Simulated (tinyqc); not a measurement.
Activation against anneal temperature: dopants and charged point defects at anneal temperature: Fermi-level effect, clustering and pairing. Computed by tinyqc, a small Python program. Command: `OMP_NUM_THREADS=1 python tinyqc.py 3006123 3006124 out.jsonl pairing walk`. One thread of a shared host (Intel(R) Xeon(R) Processor @ 2.30GHz), about 0.02 s of CPU time with the checks.

Boltzmann statistics and full ionisation of active dopants. Energies are counted from the valence band; the defect (a vacancy or self-interstitial) has five charge states, with all degeneracy factors one.

Inputs (values chosen for the exercise, with bands modelled on InP):
```
quantity,value,unit
gap at 0 K E_g0,1.43,eV
Varshni alpha,0.000358,eV/K
Varshni beta,160,K
electron mass m_e,0.0781,m_0
valleys M_c,1,-
hole mass m_h,0.6,m_0
anneal temperature T,980,K
total dopant density N,7.4e+18,cm^-3
site density N_s,2.7e+22,cm^-3
dopant atoms per cluster k,4,-
cluster binding energy E_b,2.54,eV
```

Dopant: acceptor. Second part: clustering of the dopant.

Constants: m_0 = 9.1093837015e-31 kg; k_B = 1.380649e-23 J/K; h = 6.62607015e-34 J s; k_B = 8.617333262e-05 eV/K.

Method:
- E_g = E_g0 - alpha T^2/(T + beta).
- N_c = 2 M_c (2 pi m_e k_B T/h^2)^(3/2) and N_v = 2 (2 pi m_h k_B T/h^2)^(3/2), masses in units of m_0.
- n_i = sqrt(N_c N_v) exp(-E_g/2 k_B T); E_i = E_g/2 + (k_B T/2) ln(N_v/N_c).
- p = A/2 + sqrt(A^2/4 + n_i^2) for an active density A.
- k ionised dopants and k carriers form one neutral cluster: C = N_s (A/N_s)^k (p/N_b)^k exp(E_b/k_B T), N_b the effective density of states of the majority band, and N = A + k C (60 bisections in ln A between ln N - 90 and ln N).

Equilibrium activation:
```
T (K),n_i (cm^-3),active A (cm^-3),clusters C (cm^-3),active share
590,2.7888e+13,5.4033e+17,1.7149e+18,0.07302
690,2.8523e+14,1.4749e+18,1.4813e+18,0.19931
780,1.4253e+15,2.8934e+18,1.1266e+18,0.39101
880,5.9187e+15,5.0060e+18,5.9851e+17,0.67648
980,1.8722e+16,6.8777e+18,1.3059e+17,0.92941
1080,4.8565e+16,7.3687e+18,7.8150e+15,0.99578
1180,1.0851e+17,7.3981e+18,4.6971e+14,0.99975
```

The active share goes from 0.0730 at 590 K to 1.000 at 1180 K, so a layer activated by a hot, short anneal is metastable and deactivates in later, cooler steps if the dopant can move.
